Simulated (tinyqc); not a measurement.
## Gate voltage for a given inversion charge

Inverse problem. p-type body, charge-sheet picture, depletion and inversion only, full ionisation (an idealisation for deep acceptors), Boltzmann statistics (rough once Na exp(x - xn) passes about Nc/7). In units of Vt: xg = (Vg - Vfb)/Vt, x = psi/Vt, G = gamma/sqrt(Vt), xn = (2 phiF + Vc)/Vt. The implicit equation is (xg - x)^2 = G^2 [x - 1 + exp(x - xn)] for x above about 3. Cox = eps0 eox/tox. ni = sqrt(Nc Nv) exp(-Eg/(2 Vt)), Eg in volts; phiF = Vt ln(Na/ni); gamma = sqrt(2 q eps0 eps_r Na)/Cox. N_inv = (Cox Vt G/q) [sqrt(x - 1 + exp(x - xn)) - sqrt(x - 1)]. Find x - xn, psi and Vg.

Inputs (values chosen for the exercise); band and dielectric values close to those of silicon: temperature T = 300 K; band gap Eg = 1.11 eV; relative permittivity eps_r = 11.5; conduction-band density of states at T Nc = 2.81e19 cm^-3; valence-band density of states at T Nv = 2.69e19 cm^-3; relative permittivity of the gate insulator (close to silicon dioxide) eox = 3.9; insulator thickness tox = 1.3 nm; acceptor density Na = 3.6e16 cm^-3; flat-band voltage Vfb = -0.99 V; channel-body voltage Vc = 0.2 V.

Constants: q = 1.602176634e-19 C, kB = 1.380649e-23 J/K, Vt = kB T/q, eps0 = 8.8541878128e-14 F/cm where lengths are in cm. Results are converted to the units shown.

N_inv = 3e11 cm^-2

Solution. N_inv rises steadily with x, so it fixes x; the implicit equation then gives xg directly.

x - xn = 3.75
psi = 1.06 V
Vg = 0.133 V

tinyqc, about 0.01 s, one thread, Intel Xeon 2.30GHz (shared host): `OMP_NUM_THREADS=1 python tinyqc.py 2122167 2122168 out.jsonl`
